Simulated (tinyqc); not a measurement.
Rectangular fin or nanosheet with a gate all round, subbands and threshold shift from confinement: one step of the calculation.

Undoped body with a flat potential across it, hard walls, transport along x. One isotropic valley (g = 1, mx = my = mz = me). Non-parabolicity enters the subband edges through E (1 + al E) = gamma, so E = 2 gamma/(1 + sqrt(1 + 4 al gamma)); motion within a subband is taken as parabolic with the band-edge mass. Energies are counted from the bulk band edge.

Problem. Threshold shift. Each subband has N_k = g sqrt(2 mx m0 kB T/(pi hbar^2)); without degeneracy n = exp(EF/Vt) sum N_k exp(-E_k/Vt). Classical value Nc times t H, Nc = sum over valleys of 2 g (m m0 kB T/(2 pi hbar^2))^1.5 with m = (mx my mz)^(1/3). Threshold shift dVT = Vt ln(classical value/sum N_k exp(-E_k/Vt)). Use the subbands listed.

Parameters, values chosen for the exercise; masses close to those of InAs:
```
symbol   value  unit                meaning
T           77     K            temperature
me      0.0227    m0  mass at the band edge
t            4    nm        width (along y)
H            4    nm       height (along z)
```

Constants: q = 1.602176634e-19 C, kB = 1.380649e-23 J/K, hbar = 1.054571817e-34 J s, m0 = 9.1093837015e-31 kg, Vt = kB T/q. Results are converted to the units shown.

```
subband    E_k (eV)  N_k (cm^-1)
1,1      0.68999214  3.5473850e5
1,2       1.1747203  3.5473850e5
2,1       1.1747203  3.5473850e5
```

Find: shares; sum N_k exp(-E_k/Vt); Nc; classical value; dVT.

Solution.

shares, subband 1,1 to 2,1 (%): 100.0  0.0  0.0
sum N_k exp(-E_k/Vt) = 2.448e-40 cm^-1
Nc = 1.116e16 cm^-3
classical value = 1786 cm^-1
dVT = 654.9 mV

Range of the model: Non-parabolicity also makes carriers heavier within each subband, which is left out, so densities of states are understated at high energy.

tinyqc, about 0.09 s, one thread, Intel Xeon 2.30GHz (shared host): `OMP_NUM_THREADS=1 python tinyqc.py 2350092 2350093 out.jsonl`
